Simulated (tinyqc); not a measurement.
Self-consistent Fermi level with native defects, at growth and after a quench: one step, computed by the program tinyqc. Command: `OMP_NUM_THREADS=1 python tinyqc.py 3030148 3030149 out.jsonl scfermi walk`. One thread of a shared host (Intel(R) Xeon(R) Processor @ 2.30GHz), about 0.07 s of CPU time with the checks.

Energies are counted from the top of the valence band (VBM); when the gap shrinks with temperature the conduction band moves and the levels stay. D and A draw on one reservoir with opposite signs, as the two vacancies of a compound do.

Question. After the quench to T. E_g(T) = E_g - slope x max(0, T - 300 K). N_c = 2 M_c (2 pi m_e k_B T/h^2)^(3/2) and N_v = 2 (2 pi m_h k_B T/h^2)^(3/2), masses in units of m_0. n = N_c F_1/2((E_F - E_g)/k_B T), p = N_v F_1/2(-E_F/k_B T). F_1/2(eta) = (2/sqrt(pi)) int_0^infinity sqrt(x)/(1 + exp(x - eta)) dx, by the trapezoid rule in t = sqrt(x) with step 0.02 up to t = 12 (for eta < -12 by exp(eta) - exp(2 eta)/2^(3/2)). After a quench the totals of D and A stay as grown, and each is shared among its charge states with weights exp(-(E_f(q, 0) + q E_F)/k_B T). Net charge = p - n + sum q c_q; the log ratio is ln(positive charge/negative charge). E_F is the root of the log ratio, by 50 bisections between -0.5 eV and E_g + 0.5 eV.

Inputs (values chosen for the exercise, with bands modelled on GaAs):
```
quantity                      value  unit
gap E_g at 300 K               1.41    eV
slope -dE_g/dT above 300 K  0.00039  eV/K
electron mass m_e            0.0683   m_0
valleys M_c                       1     -
hole mass m_h                 0.531   m_0
growth temperature T_g          909     K
temperature of use T            400     K
```

Added shallow dopant: none.

total D = 1.292047e+19 cm^-3

total A = 4.244492e+18 cm^-3

E_f(q, E_F = 0) (eV): D(+2) -0.5791, D(+1) -0.0111, D(0) 0.6139, A(0) 1.2920, A(-1) 1.5910, A(-2) 1.9390

Constants: m_0 = 9.1093837015e-31 kg; k_B = 1.380649e-23 J/K; h = 6.62607015e-34 J s; k_B = 8.617333262e-05 eV/K.

Give: E_F after the quench; n after the quench; p after the quench; Frozen defects.

Answer.

E_F after the quench = 0.6228 eV

n after the quench = 2.583e+08 cm^-3

p after the quench = 2.125e+11 cm^-3

Frozen defects:
```
state  c (cm^-3)  share of its total
D(+2)  1.229e+18           9.511e-02
D(+1)  6.030e+18           4.667e-01
D(0)   5.662e+18           4.382e-01
A(0)   1.216e+11           2.865e-08
A(-1)  1.462e+15           3.445e-04
A(-2)  4.243e+18           9.997e-01
```
